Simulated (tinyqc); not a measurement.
Etch lag against aspect ratio: ion-assisted plasma etching: sheath, surface coverage, synergy and aspect-ratio dependence. Computed by tinyqc, a small Python program. Command: `OMP_NUM_THREADS=1 python tinyqc.py 3006485 3006486 out.jsonl etch walk`. One thread of a shared host (Intel(R) Xeon(R) Processor @ 2.30GHz), about 0.07 s of CPU time with the checks.

Radicals adsorb on bare sites; ions remove covered sites with a high yield and bare sites by sputtering; a slow spontaneous reaction acts everywhere, walls included.

Inputs (values chosen for the exercise, close to those used for silicon dioxide in a fluorocarbon plasma):
```
quantity,value,unit
plasma density n_e,2.6e+10,1/cm^3
electron temperature T_e,3.1,eV
ion mass M_i,69,u
sheath voltage V,67,V
radical density n,4e+13,1/cm^3
radical mass M_n,19,u
gas temperature T_g,350,K
sticking coefficient s,0.51,-
radicals per removed unit x,3,-
yield slope b,0.33,eV^(-1/2)
threshold E_th,19,eV
sputter slope b_p,0.017,eV^(-1/2)
sputter threshold E_p,32,eV
spontaneous reaction probability k_c,2.6e-05,-
solid density N,2.2e+22,1/cm^3
ion temperature T_i,0.8,eV
```

Feature: long trench.

Constants: e = 1.602176634e-19 C; u = 1.6605390666e-27 kg; k_B = 1.380649e-23 J/K; eps_0 = 8.8541878128e-12 F/m.

Method:
- Bohm speed u_B = sqrt(e T_e/M_i); ion flux G_i = 0.61 n_e u_B; radical flux G_n = n c/4 with c = sqrt(8 k_B T_g/(pi M_n)).
- Debye length lambda_D = sqrt(eps_0 T_e/(e n_s)) with n_s = 0.61 n_e, T_e in volts; Child-law sheath d = (sqrt2/3) lambda_D (2 V/T_e)^(3/4); ion energy E = V + T_e/2; angular spread = arctan(sqrt(T_i/E)).
- Yields: Y = b (sqrt(E) - sqrt(E_th)) on covered sites, Y_p = b_p (sqrt(E) - sqrt(E_p)) on bare ones (zero below threshold).
- Steady coverage: s G_n (1 - theta) = x Y G_i theta; removal flux = Y G_i theta + Y_p G_i (1 - theta) + k_c G_n; rate = flux/N, 1 cm/s = 6e8 nm/min.
- Lateral rate = k_c G_n/N; anisotropy = 1 - lateral/vertical; synergy = vertical/(ions alone + radicals alone), with ions alone Y_p G_i/N and radicals alone the lateral rate.
- Transmission of a long trench, rough form: K = (1 + ln(1 + A))/(1 + A + ln(1 + A)), walls that scatter diffusely without loss. With a loss probability S = s (1 - theta) at the floor, G_b/G_n = K/(K + S - K S); theta follows G_b, and the two are solved together. Ions are taken to reach the floor unshadowed; G_b replaces G_n in every term of the rate; A is depth over width.

yield Y = 1.29380

sputter yield Y_p = 0.0445849

ion flux G_i = 3.30210e+15 1/(cm^2 s)

radical flux G_n = 6.24517e+17 1/(cm^2 s)

vertical rate = 112.607 nm/min

coverage theta = 0.961316

Floor of the feature:
```
A,K,G_b/G_n,theta,rate (nm/min),relative rate
0.5,0.73760,0.99298,0.96105,112.57,0.99971
1.0,0.62869,0.98835,0.96088,112.55,0.99952
2.0,0.51203,0.98121,0.96060,112.52,0.99922
5.0,0.35830,0.96472,0.95996,112.44,0.99850
10.0,0.25361,0.94208,0.95904,112.32,0.99749
20.0,0.16821,0.90285,0.95733,112.12,0.99564
50.0,0.08978,0.80188,0.95222,111.50,0.99013
100.0,0.05317,0.65565,0.94217,110.30,0.97952
```

K falls by a factor 13.9 over the rows and the rate by 1.02. Among these rows the rate stays within 10 % of the open-field value up to A = 100, as near saturation the coverage changes little when G_b falls. Caution: rows with A above about 1/(2 tan(ion spread)) or 1/sqrt(k_c), often 10 to 30, are formal: ion shadowing, radical loss on the walls, redeposition of sputtered material and, in fluorocarbon plasmas, polymer growth are left out and add to the lag.
